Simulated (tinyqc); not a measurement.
Born-Oppenheimer dynamics on the RHF/sto-3g surface (energies and gradients from PySCF), for H4, spin multiplicity 1, step by step. One step of it, computed by the program tinyqc.

Task: Velocity Verlet step 2. dt = 0.5 fs = 20.6707 atomic units; x' = x + v dt - g dt^2 / (2m); after the new gradient g', v' = v - (g + g') dt / (2m).

positions after step 1 (bohr):
```
            x          y         z
1H  -0.155226   0.042625  0.013009
2H   0.037032  -0.015913  1.223768
3H  -0.016769   2.064146  0.056542
4H   0.012131   2.096776  1.359857
```

velocities after step 1 (bohr per atomic time unit):
```
               x             y             z
1H  -0.000724138  -0.001866221  -0.000343366
2H   0.000338666  -0.002130554  -0.000253735
3H   0.000144676   0.001959618   0.000585235
4H   0.000240796   0.002037157   0.000011866
```

gradient after step 1 (hartree/bohr):
```
              x            y            z
1H   0.01265643   0.19451483   0.04289711
2H  -0.00175671   0.19312063  -0.02655841
3H  -0.00741355  -0.19722111  -0.02406382
4H  -0.00348616  -0.19041435   0.00772511
```

masses (electron masses): 1H 1837.152588, 2H 1837.152588, 3H 1837.152588, 4H 1837.152588

gradient after step 2 (hartree/bohr):
```
              x            y            z
1H   0.01138935   0.15751282   0.03656733
2H  -0.00173403   0.15727093  -0.02223019
3H  -0.00622192  -0.16002730  -0.00962503
4H  -0.00343340  -0.15475644  -0.00471211
```

Give: positions after step 2; velocities after step 2.

Result:

positions after step 2 (bohr):
```
         x       y      z
1H  -0.172  -0.019  0.001
2H   0.044  -0.082  1.222
3H  -0.013   2.128  0.071
4H   0.018   2.161  1.359
```

velocities after step 2 (bohr per atomic time unit):
```
            x          y          z
1H  -0.000859  -0.003847  -0.000790
2H   0.000358  -0.004102   0.000021
3H   0.000221   0.003969   0.000775
4H   0.000280   0.003979  -0.000005
```
